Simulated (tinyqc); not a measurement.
Stoner model of a band ferromagnet: one step. The ground state. Two cases, with inputs chosen for the exercise.

Problem. Take the lowest of E(0), the stationary points e(n_up) - e(n_down) = I m, and saturation.

Density of states per atom and spin: triangular, D(e) = (4 M/W^2) (W/2 - |e|). Levels e -/+ I m/2 for up and down spin, m = n_up - n_down, n_up + n_down = nd. At zero temperature e(N) is the energy below which N states lie, and E(m) = sum over spins of integral e D de - I m^2/4.

Give: m; exchange splitting I m; E - E(0); n_up, n_down.

Case 1.

Values chosen:
- W = 5.5 eV (band width, e from -W/2 to W/2)
- M = 5 (states per atom and spin)
- nd = 9.25 (electrons per atom)
- I = 1.3 eV (Stoner parameter)

Solution.

m = 0.000 muB
exchange splitting I m = 0.000 eV
E - E(0) = 0.0 meV

n_up, n_down: 4.625  4.625

Case 2.

Values chosen:
- W = 4.9 eV (band width, e from -W/2 to W/2)
- M = 5 (states per atom and spin)
- nd = 6.68 (electrons per atom)
- I = 0.57 eV (Stoner parameter)

Solution.

m = 0.000 muB
exchange splitting I m = 0.000 eV
E - E(0) = 0.0 meV

n_up, n_down: 3.340  3.340

The ground state is not magnetic.

Computed by tinyqc, one run a case: `OMP_NUM_THREADS=1 python tinyqc.py N N+1 out.jsonl` with N = 1650285, 1651248; one thread of a shared Intel(R) Xeon(R) Processor @ 2.30GHz, about 0.3 s a run at most.
